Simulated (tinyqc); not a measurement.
What moves the zone average: special k points of the square lattice.

Lattice vectors in units of a: a1 = (1, 0), a2 = (0, 1); reciprocal vectors b_i with a_i . b_j = 2 pi delta_ij. Mesh: k = sum_i f_i b_i with f_i = (2 j_i + shift)/(2 N), j_i = 0 .. N-1. The point group of the lattice has 8 operations; only those that map the mesh onto itself are used.

A_m(k) = sum over the m-th star of lattice vectors R of cos(k . R), stars in order of length: m = 1: |R|^2 = 1, 4 vectors, such as (1, 0) in the basis a_i; m = 2: |R|^2 = 2, 4 vectors, such as (1, 1) in the basis a_i; m = 3: |R|^2 = 4, 4 vectors, such as (2, 0) in the basis a_i; m = 4: |R|^2 = 5, 8 vectors, such as (2, 1) in the basis a_i; m = 5: |R|^2 = 8, 4 vectors, such as (2, 2) in the basis a_i; m = 6: |R|^2 = 9, 4 vectors, such as (3, 0) in the basis a_i. The zone mean of every A_m is zero.

Test function, the lower band of a two-band insulator: E(k) = -sqrt(D^2 + (e0 - t A_1(k))^2).

Values chosen for the exercise: D = 2.8 eV (half gap term); t = 0.6 eV (coupling); e0 = 0.93 eV (offset); N = 3 (points along each reciprocal vector); shift = 0 (half steps).

Mean of E over the mesh, and its error against the unshifted mesh with N = 96.

One parameter was then changed.

Results before and after:
```
case     mean (eV)  error (meV)  irreducible points
base       -3.1680        -8.24                   3
changed    -3.3065       -13.53                   3
```

Which of these changes was made? (a) D = 1.96 eV; (b) t = 0.78 eV; (c) shift = 1; (d) N = 4.
Answer: (b) t = 0.78 eV. Of the candidates, run in turn, only this one gives the changed row.

All candidates:
```
case         mean (eV)  error (meV)  irreducible points
base           -3.1680        -8.24                   3
N = 4          -3.1587         1.04                   6
shift = 1      -3.1517         8.04                   3
D = 1.96 eV    -2.4421       -13.86                   3
t = 0.78 eV    -3.3065       -13.53                   3
```

Run: tinyqc, `OMP_NUM_THREADS=1 python tinyqc.py 1650368 1650369 out.jsonl`; Intel(R) Xeon(R) Processor @ 2.30GHz, one thread, shared host; about 0.08 s of CPU time with all checks.
